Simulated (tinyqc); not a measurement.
## Surface Green function of a chain with one s and one p orbital a site, Sancho-Rubio decimation: densities of states against energy

A semi-infinite lead of cells 0, 1, 2, ... with H0 inside a cell and H1 = <cell i|H|cell i + 1>. H1 = [[-vss, vsp], [-vsp, vpp]]. z = E + i eta.

Start with e_s = e = H0, a = H1, b = H1^dagger. Each round: g = (z - e)^(-1); e_s <- e_s + a g b; e <- e + a g b + b g a; a <- a g a; b <- b g b (all with the old a, b). Round k joins cells 2^k apart. Stop when the largest entry of the matrices a and b is below 1e-12 eV; g_s = (z - e_s)^(-1), bulk (z - e)^(-1), density of states -Im Tr/pi. Here eta = 0.01 eV. Open modes are the crossings of E with the bands of H0 + H1 exp(ik) + H1^dagger exp(-ik) for 0 < k < pi.

H0 (eV):
```
	s	p
s	-0.27	0
p	0	0.34
```

H1 (eV):
```
	s	p
s	-1	0.63
p	-0.63	0.86
```

Results:
```
E (eV)	open modes	rounds	surface (1/eV)	bulk (1/eV)
-2.5	0	6	0.0036441	0.010453
-2.06	1	11	0.25354	0.47341
-1.63	1	12	0.47166	0.36081
-1.2	2	11	0.66694	1.8923
-0.77	0	6	0.0086309	0.010111
-0.33	0	6	0.021587	0.0036095
0.53	0	6	0.015359	0.0038743
0.97	0	6	0.0090396	0.011943
1.4	2	11	0.85243	1.3661
1.83	1	11	0.47663	0.57630
2.27	0	6	0.0059766	0.015322
```

Estimate the missing row, E = 0.1 eV.

Computed row:
```
E (eV)	open modes	rounds	surface (1/eV)	bulk (1/eV)
0.1	0	6	1.5995	0.0028178
```

With this row back in the table: The bands of the infinite lead run over -2.27 to -1.14, 1.30 to 2.06 eV. The rounds lie between 6 and 12, 6.0 on average outside the bands and 11.2 inside. The surface density of states is largest at E = 0.1 eV among the rows (1.60 1/eV, bulk 0.00282): no mode is open there and the bulk has far less, which marks a state bound to the surface.

Numbers from tinyqc (`OMP_NUM_THREADS=1 python tinyqc.py 2680120 2680121 out.jsonl`; about 0.06 s on one thread of a shared Intel Xeon 2.30GHz).
